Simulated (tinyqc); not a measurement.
Longitudinal sound in a periodic multilayer: transfer matrices, stop bands and folded phonons: one step, computed by the program tinyqc.

Layers 1 and 2 repeat with period d = d_1 + d_2; waves travel normal to the layers, without loss. State vector (u, s): displacement u and stress divided by omega. Impedances Z = rho v are in 1e6 kg/(m^2 s).

Task: Impedances, mean velocity and Bragg frequency. Z = rho v; interface reflection r = (Z_2 - Z_1)/(Z_2 + Z_1) (stress amplitude, from 1 into 2); Bragg frequency f_B = 1/[2 (d_1/v_1 + d_2/v_2)]; long-wave velocity v_eff = d/sqrt[(d_1/v_1)^2 + (d_2/v_2)^2 + (Z_1/Z_2 + Z_2/Z_1)(d_1/v_1)(d_2/v_2)].

Inputs (values chosen for the exercise, modelled on silica (layer 1), aluminium nitride (layer 2) and silicon (substrate)):

| quantity | value | unit |
|---|---|---|
| density rho_1 | 2.17 | g/cm^3 |
| velocity v_1 | 6070 | m/s |
| thickness d_1 | 189 | nm |
| density rho_2 | 3.2 | g/cm^3 |
| velocity v_2 | 10900 | m/s |
| thickness d_2 | 846 | nm |
| substrate density | 2.37 | g/cm^3 |
| substrate velocity | 8310 | m/s |

Give: Z_1; Z_2; Z of the substrate; interface reflection r; Bragg frequency f_B; long-wave velocity v_eff.

Result:

Z_1 = 13.1719

Z_2 = 34.88

Z of the substrate = 19.6947

interface reflection r = 0.4518

Bragg frequency f_B = 4.598 GHz

long-wave velocity v_eff = 8653 m/s
